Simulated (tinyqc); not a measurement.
# Changing the voltage V

Model: leakage currents through a thin dielectric. Computed by tinyqc, a small Python program. Command: `OMP_NUM_THREADS=1 python tinyqc.py 3020683 3020684 out.jsonl leak sweep`. One thread of a shared host (Intel(R) Xeon(R) Processor @ 2.30GHz), about 0.3 s of CPU time with the checks.

Electrons leave an electrode with Fermi energy E_F above its band bottom; barriers are counted from the Fermi level, and both electrodes are alike. They cross the interlayer first.

Inputs (values chosen for the exercise, modelled on Al2O3):

| quantity | value | unit |
|---|---|---|
| barrier height phi_B | 2.47 | eV |
| tunnelling mass m | 0.33 | m_0 |
| static permittivity k | 9.25 | - |
| optical permittivity k_o | 2.97 | - |
| trap depth phi_t | 1.4 | eV |
| Poole-Frenkel prefactor sigma_0 | 0.0077 | S/cm |
| thickness t | 4.7 | nm |
| electrode Fermi energy E_F | 0.1 | eV |
| electrode mass m_e | 0.3 | m_0 |
| temperature T | 473 | K |
| interlayer thickness t_i | 0.61 | nm |
| interlayer barrier phi_i | 3.18 | eV |
| interlayer mass m_i | 0.42 | m_0 |
| interlayer permittivity k_i | 4.1 | - |

Stack: dielectric on an interlayer.

Constants: m_0 = 9.1093837015e-31 kg; e = 1.602176634e-19 C; hbar = 1.054571817e-34 J s; k_B = 8.617333262e-05 eV/K; k_B = 1.380649e-23 J/K; eps_0 = 8.8541878128e-12 F/m; h = 6.62607015e-34 J s.

Method:
- Fields: F_i = V/(t_i + t k_i/k), F = F_i k_i/k; equivalent oxide thickness 3.9 (t/k + t_i/k_i).
- WKB: a layer of mass m, field F and barrier b(x) = b_0 - e F x gives the exponent (4 sqrt(2 m)/(3 hbar e F)) [b_0^(3/2) - max(b_0 - e F t, 0)^(3/2)] for b_0 > 0; b_0 = barrier - (E - E_F), less e F_i t_i for the second layer; the transmission is D(E) = exp(-sum of exponents), without image force.
- Tsu-Esaki: J = (e m_e k_B T/(2 pi^2 hbar^3)) int D(E) ln[(1 + exp((E_F - E)/k_B T))/(1 + exp((E_F - eV - E)/k_B T))] dE over the normal energy E (its change with the mass at an interface is neglected) from max(0, E_F - 3 eV) to E_F + largest barrier, by 100 Gauss-Legendre points in each part, split at E_F - 0.3 eV (if inside the range) and E_F + 8 k_B T.
- The mean energy weights E - E_F by the integrand.
- Schottky emission J = A T^2 exp(-(phi_B - sqrt(e^3 F/(4 pi k_o eps_0)))/k_B T), A = 4 pi e m k_B^2/h^3 with the tunnelling mass; Poole-Frenkel J = sigma_0 F exp(-(phi_t - sqrt(e^3 F/(pi k_o eps_0)))/k_B T); both use the field F of the dielectric and ignore the interlayer.

One run for each value:

| voltage V (V) | tunnel current density (A/cm^2) | Poole-Frenkel current density (A/cm^2) | transmission D(E_F) |
|---|---|---|---|
| 0.30 | 1.518e-14 | 9.122e-09 | 5.202e-22 |
| 0.43 | 3.246e-14 | 5.844e-08 | 1.110e-21 |
| 0.62 | 1.014e-13 | 5.225e-07 | 3.460e-21 |
| 0.89 | 5.475e-13 | 6.519e-06 | 1.860e-20 |
| 1.30 | 8.560e-12 | 1.456e-04 | 2.865e-19 |
| 1.80 | 3.854e-10 | 3.290e-03 | 1.211e-17 |
| 3.80 | 9.827e-02 | 3.162e+01 | 3.331e-09 |
| 5.40 | 9.526e+01 | 8.062e+03 | 3.291e-06 |

Give the missing row, voltage V (V) = 2.60.

Computed row:
```
voltage V (V)  tunnel current density (A/cm^2)  Poole-Frenkel current density (A/cm^2)  transmission D(E_F)
2.60                                 2.472e-06                               2.028e-01            5.464e-14
```

Interpolating between the two neighbouring rows (the first column on a logarithmic scale, the others too where they are positive) misses most in transmission D(E_F), by a factor of 3.2. Over the rows, tunnel current density (A/cm^2) rises from 1.52e-14 to 95.3 (exponent d ln y / d ln x 2.1 between the first rows and 20 between the last); Poole-Frenkel current density (A/cm^2) rises from 9.12e-9 to 8060 (exponent d ln y / d ln x 5.2 between the first rows and 16 between the last); transmission D(E_F) rises from 5.20e-22 to 3.29e-6 (exponent d ln y / d ln x 2.1 between the first rows and 20 between the last).

Caution (rows 5.40): the field is near or above what such a dielectric withstands; the numbers only show the formulas.
